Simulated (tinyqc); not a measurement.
Crystallisation kinetics and data retention of a phase-change cell: two steps of the calculation.

Johnson-Mehl-Avrami-Kolmogorov law X = 1 - exp(-y^n), y = integral of k dt, k = (1/100 s) exp[-(Ec q/kB)(1/T - 1/T1)].

Values chosen for this exercise; values of the order of Ge-Sb-Te and related chalcogenides: activation energy of crystallisation Ec = 2.75 eV; temperature at which the rate k is 1/(100 s) T1 = 447 K; Avrami exponent n = 2; crystalline share at which the state is lost Xf = 0.2; storage temperature T = 393 K; heating rate b = 5 K/min; start of the ramp table Ta = 413 K; step of the table dT = 6 K; steps m = 10.

Constants: q = 1.602176634e-19 C, kB = 1.380649e-23 J/K. Results are converted to the units shown.

Question 1. Retention. At fixed T the state fails at t = (-ln(1 - Xf))^(1/n)/k; ten years are 3.15576e8 s.

Give: k; y at failure; time to fail; the same in years; temperature for ten years.

Answer 1.

k = 5.492e-7 1/s
y at failure = 0.4724
time to fail = 8.601e5 s
the same in years = 0.02726
temperature for ten years = 366.4 K

The cell misses ten years at 393 K.

Question 2. A heating ramp. T rises at the rate b. Start with y = k (kB Ta^2/(q Ec))/b, the integral from cold to Ta to leading order; over each step k is taken as exponential in T, so y gains (dT/b)(k2 - k1)/ln(k2/k1). dX/dt = n y^(n - 1) k exp(-y^n), listed as 0 once y^n exceeds 23.

Wanted: T; k; y; X; dX/dt.

Answer 2.

T, point 0 to 10 (K): [413, 419, 425, 431, 437, 443, 449, 455, 461, 467, 473]
k, point 0 to 10 (1/s): [2.8022e-5, 8.4731e-5, 2.4832e-4, 7.0630e-4, 0.0019521, 0.0052486, 0.013744, 0.035087, 0.087417, 0.21274, 0.50619]
y, point 0 to 10: [0.0017973, 0.0054874, 0.016442, 0.047987, 0.13622, 0.37619, 1.0116, 2.6512, 6.7786, 16.924, 41.298]
X, point 0 to 10: [3.2303e-6, 3.0111e-5, 2.7029e-4, 0.0023001, 0.018384, 0.13196, 0.64060, 0.99911, 1.0000, 1.0000, 1.0000]
dX/dt, point 0 to 10 (1/s): [1.0073e-7, 9.2988e-7, 8.1635e-6, 6.7630e-5, 5.2203e-4, 0.0034278, 0.0099936, 1.6482e-4, 0, 0, 0]

Range of the model: One Arrhenius rate is assumed; incubation, growth from the boundary and the non-Arrhenius kinetics of the supercooled liquid are left out.

Numbers from tinyqc (`OMP_NUM_THREADS=1 python tinyqc.py 2490021 2490022 out.jsonl`; about 0.02 s on one thread of a shared Intel Xeon 2.30GHz).
